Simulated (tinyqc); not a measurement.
# Bandgap voltage reference from two bipolar transistors: effect of the offset of the amplifier

Two transistors of area 1 and N carry the same current I. Is(T) = Is (T/T0)^eta exp[(Vg0 q/kB)(1/T0 - 1/T)], VBE1 = Vt ln(I/Is(T)) + I rb, VBE2 = Vt ln(I/(N Is(T))) + I rb/N. The amplifier forces I R1(T) = VBE1 - VBE2 + Vos, with R(T) = R (1 + tc (T - T0)) for both resistors, and the output is Vref = VBE1 + I R2(T). Base currents and the Early effect are neglected.

Vt = kB T/q; I = (Vt ln N + Vos)/(R1(T) - rb (1 - 1/N)). Box coefficient: span of Vref between 233 and 398 K over its average over T and over 165 K. The last column is the R2 that gives zero slope at T0.

Inputs (values chosen for the exercise); values of the order met in silicon bipolar transistors:
```
symbol    value   unit                                                   meaning
T0          300      K                                     reference temperature
Vg0       1.143      V                      band-gap voltage extrapolated to 0 K
eta         3.1                   temperature exponent of the saturation current
Is      1.5e-17      A           saturation current of the unit transistor at T0
N            15                              area ratio of the second transistor
R1           20   kohm  resistor across which the difference of VBE falls, at T0
tc            0  ppm/K                 temperature coefficient of both resistors
rb           51    ohm                  series resistance of the unit transistor
R2        152.7   kohm                                     output resistor at T0
```

Constants: q = 1.602176634e-19 C, kB = 1.380649e-23 J/K. Results are converted to the units shown.

Effect of the offset of the amplifier:
```
Vos (mV)  I at T0 (uA)  Vref at T0 (V)  slope at T0 (uV/K)  box coefficient (ppm/K)  R2 for zero slope (kohm)
-5               3.258           1.173               51.71                    38.11                     148.3
-3               3.358           1.189               51.55                    37.47                     148.3
-1               3.459           1.205               51.47                    36.91                     148.3
0                3.509           1.213               51.47                    36.66                     148.3
1                3.559           1.221               51.47                    36.42                     148.3
3                3.659           1.237               51.54                    36.00                     148.3
5                3.759           1.253               51.67                    35.64                     148.3
```

As Vos goes from -5 to 5, Vref rises from 1.173 to 1.253 V and the box coefficient falls from 38.1 to 35.6 ppm/K. Each mV of offset moves Vref by 8.03 mV, about R2/R1 = 7.63 plus the change of VBE1 with the current.

Program tinyqc, `OMP_NUM_THREADS=1 python tinyqc.py 2062091 2062092 out.jsonl`; Intel Xeon 2.30GHz, shared host, one thread, about 0.03 s.
